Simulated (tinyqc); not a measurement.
Inside a calculation. Model: electron mobility of a polar semiconductor by Rode's iterative solution of the Boltzmann equation. Computed by tinyqc, a small Python program that keeps every step. Command: `OMP_NUM_THREADS=1 python tinyqc.py 3025668 3025669 out.jsonl rode walk`. One thread of a shared host (Intel(R) Xeon(R) Processor @ 2.30GHz), about 0.01 s of CPU time with the checks. Intermediate numbers are printed to about 6 digits and carried at full precision; extremes and crossings named in words are read from the listed rows.

The distribution is f(E) + e F l(E) (-df/dE) cos(theta) for a weak field F, theta counted from the force; l(E) is a mean free path. Elastic processes enter by their momentum rate, polar optical phonons by out- and in-scattering terms. One valley only: where upper valleys lie close, measured mobilities are lower. The density n is prescribed, even where a narrow-gap material would have more intrinsic carriers.

Inputs (values chosen for the exercise, modelled on InAs):
```
quantity                               value    unit
effective mass m                      0.0228     m_0
static permittivity eps_s               15.1       -
high-frequency permittivity eps_inf     12.3       -
density rho                             5680  kg/m^3
sound velocity v_l                      4240     m/s
acoustic deformation potential D_A       5.3      eV
optical phonon energy hbar w            29.1     meV
piezoelectric coupling K               0.017       -
electron density n                   8.1e+14  1/cm^3
compensation ratio C                       0       -
temperature T                            300       K
grid points per phonon energy s            6       -
iteration cap                            200       -
```

Band: parabolic. Elastic processes: acoustic, piezoelectric, impurity.

Constants: k_B = 8.617333262e-05 eV/K; m_0 = 9.1093837015e-31 kg; e = 1.602176634e-19 C; hbar = 1.054571817e-34 J s; eps_0 = 8.8541878128e-12 F/m; k_B = 1.380649e-23 J/K; hbar = 6.582119569e-16 eV s.

## Fermi level and screening

Parabolic band: E = hbar^2 k^2/(2 m), speed v = hbar k/m, states per spin, volume and energy g(E) = m k/(2 pi^2 hbar^2). Masses are multiplied by m_0 and all formulas are in SI units. The reduced Fermi level eta = E_F/(k_B T) solves n = 2 Z int g f dE with f = 1/(1 + exp(x - eta)) (Z = 1 unless valleys are given); screening length L_s = sqrt(eps_s eps_0 k_B T/(e^2 dn/deta)), dn/deta = 2 Z int g f (1 - f) dE. Integrals over x = E/(k_B T) use 160 Gauss-Legendre points in u = sqrt(x) from 0 to sqrt(max(eta, 0) + 32). N_I = n (1 + C)/(1 - C).

reduced Fermi level eta = -4.66630

screening length L_s = 163.467 nm

ionised impurity density N_I = 8.10e+14 1/cm^3

## Rates on one ladder of the grid

Phonon occupation N_q = 1/(exp(hbar w/(k_B T)) - 1). Acoustic deformation potential (elastic, equipartition, absorption and emission together): 1/tau = 2 pi k_B T D_A^2 g(E)/(hbar rho v_l^2). Piezoelectric (elastic, unscreened, momentum relaxation): 1/tau = e^2 K^2 k_B T m (1 + 2 alpha E)/(2 pi eps_s eps_0 hbar^3 k), with alpha = 0 for a parabolic band. Singly charged impurities, momentum relaxation: 1/tau = N_I e^4 m (1 + 2 alpha E) Phi/(8 pi (eps_s eps_0)^2 hbar^3 k^3), with alpha = 0 for a parabolic band. Brooks-Herring: Phi = ln(1 + b) - b/(1 + b), b = 4 k^2 L_s^2. Polar optical, unscreened: W = e^2 w (1/eps_inf - 1/eps_s) m (1 + 2 alpha E') ln|(k + k')/(k - k')| / (4 pi eps_0 hbar^2 k), times N_q for absorption (E' = E + hbar w) and N_q + 1 for emission (E' = E - hbar w > 0), with alpha = 0 for a parabolic band; mean cosine of the angle <cos> = (k^2 + k'^2)/(2 k k') - 1/ln|(k + k')/(k - k')|. Energy grid E_j = (j + 1/2) hbar w/s, j = 0, 1, ..., up to (max(eta, 0) + 18) k_B T, so that E_j +/- hbar w are grid points; l = 0 beyond the grid; integrals are sums times the spacing. With f' = f(E'): out-scattering S_o = sum over absorption and emission of W (1 - f')/(1 - f); nu = sum of elastic rates; the in-scattering weights are c+ = W_abs <cos> (1 - f')/(1 - f) for E' = E + hbar w and c- likewise for emission.

Points j = s/2, s/2 + s, ... (the first seven rungs, or as many as the grid holds), rates in 1e12/s:
```
E (meV)      v (m/s)        nu      S_o       c+       c-
16.975   5.11756e+05  0.146174  1.93335  0.80647  0.00000
46.075   8.43123e+05  0.063396  5.34394  0.97193  1.49888
75.175   1.07695e+06  0.054513  5.84521  1.00125  2.34024
104.275  1.26838e+06  0.054313  5.80262  0.99975  2.61846
133.375  1.43448e+06  0.056384  5.66601  0.98834  2.72398
162.475  1.58326e+06  0.059211  5.51405  0.97351  2.75981
191.575  1.71921e+06  0.062297  5.36666  0.95769  2.76320
```

Points one phonon energy apart are coupled only to each other, so the grid falls into s independent ladders.

## The first two iterations on one ladder of the grid

Iteration: l_new(E) = [v(E) + c+ l(E + hbar w) + c- l(E - hbar w)]/(nu + S_o), from l = 0.

l after iteration 1 (nm): 246.093  155.922  182.542  216.560  250.679  284.081  316.673

l after iteration 2 (all rungs but the last shown) (nm): 306.562  256.948  281.144  340.959  402.831  463.529

In-scattering lengthens l on the lowest rung by 24.6 % and on the second by 64.8 % in this step.

## The whole iteration

mu = e sum g v l f (1 - f) / (3 k_B T sum g f) over the grid; stop when mu changes by less than 1e-8 of itself.

Course of the iteration:
```
iteration  mu (cm^2/(V s))  relative change
1                  18420.5      1.00000e+00
2                  26535.1      3.05804e-01
3                  30800.5      1.38486e-01
4                  32876.1      6.31334e-02
5                  33992.4      3.28385e-02
6                  34555.9      1.63066e-02
7                  34863.5      8.82415e-03
...                    ...              ...
25                 35213.2      2.27250e-07
26                 35213.2      1.29367e-07
27                 35213.2      7.56610e-08
28                 35213.2      4.33461e-08
29                 35213.2      2.54544e-08
30                 35213.2      1.46681e-08
31                 35213.2      8.64604e-09
```

mobility mu = 35213.2 cm^2/(V s)

iterations = 31

Converged in 31 iterations; mu rises at every step, from 18420 to 35210, since each step returns more of the forward-scattered current.

## Approximations against the iterative solution

Self-energy RTA: l = v/(nu + S_o), the first iteration. Momentum RTA: l = v/(nu + S_o - c+ v(E + hbar w)/v - c- v(E - hbar w)/v), listed only where the denominator is positive on the whole grid. The polar-only value solves the same system with nu = 0; the elastic value takes l = v/nu.

Mobilities:
```
method                              mu (cm^2/(V s))  deviation (%)
iterative solution                      3.52132e+04           0.00
self-energy RTA                         1.84205e+04         -47.69
momentum RTA                            4.18515e+04          18.85
polar phonons alone, exact              3.72178e+04           5.69
elastic processes alone                 1.15779e+06        3187.95
Matthiessen's rule on the last two      3.60587e+04           2.40
```

self-energy RTA mobility = 18420.5 cm^2/(V s)

polar-phonon mobility = 37217.8 cm^2/(V s)

elastic mobility = 1.15779e+06 cm^2/(V s)

error of the self-energy RTA = -47.6885 %

The self-energy RTA is 47.7 % low: it counts every polar event as a full loss of current, though forward events keep part of it. Here hbar w/k_B T = 1.13. Matthiessen's rule is 2.4 % high. The momentum RTA deviates by +18.9 %.

Checks made by the program: iterated mobility against a direct solution of the banded linear system (relative difference 1e-08).
